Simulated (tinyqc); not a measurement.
Mobility of a non-polar semiconductor in the relaxation-time approximation: one step, computed by the program tinyqc.

Each valley is treated as a sphere of mass m_d for states and rates, with one isotropic relaxation time; the conductivity mass m_c sets the current.

Problem. Fermi level and screening. Kane band: hbar^2 k^2/(2 m) = E (1 + alpha E), speed v = hbar k/(m (1 + 2 alpha E)), states per spin, volume and energy g(E) = m k (1 + 2 alpha E)/(2 pi^2 hbar^2); overlap factors are set to 1. Here m = m_d. Masses are multiplied by m_0 and all formulas are in SI units. The reduced Fermi level eta = E_F/(k_B T) solves n = 2 Z int g f dE with f = 1/(1 + exp(x - eta)) (Z = 1 unless valleys are given); screening length L_s = sqrt(eps_s eps_0 k_B T/(e^2 dn/deta)), dn/deta = 2 Z int g f (1 - f) dE. Integrals over x = E/(k_B T) use 160 Gauss-Legendre points in u = sqrt(x) from 0 to sqrt(max(eta, 0) + 32).

Inputs (values chosen for the exercise, modelled on electrons in diamond):
```
quantity                     value    unit
equivalent valleys Z             6       -
non-parabolicity alpha        0.19    1/eV
static permittivity eps_s      5.7       -
carrier density n          4.6e+18  1/cm^3
temperature T                  350       K
```

Band: Kane. Impurity formula: Brooks-Herring. Further scattering: alloy.

density-of-states mass m_d = 0.4967754 m_0

Constants: k_B = 8.617333262e-05 eV/K; m_0 = 9.1093837015e-31 kg; e = 1.602176634e-19 C; hbar = 1.054571817e-34 J s; eps_0 = 8.8541878128e-12 F/m; k_B = 1.380649e-23 J/K.

Give: reduced Fermi level eta; screening length L_s.

Solution.

reduced Fermi level eta = -2.668

screening length L_s = 1.454 nm

The gas is non-degenerate (eta < -2), and L_s is close to the Debye length.
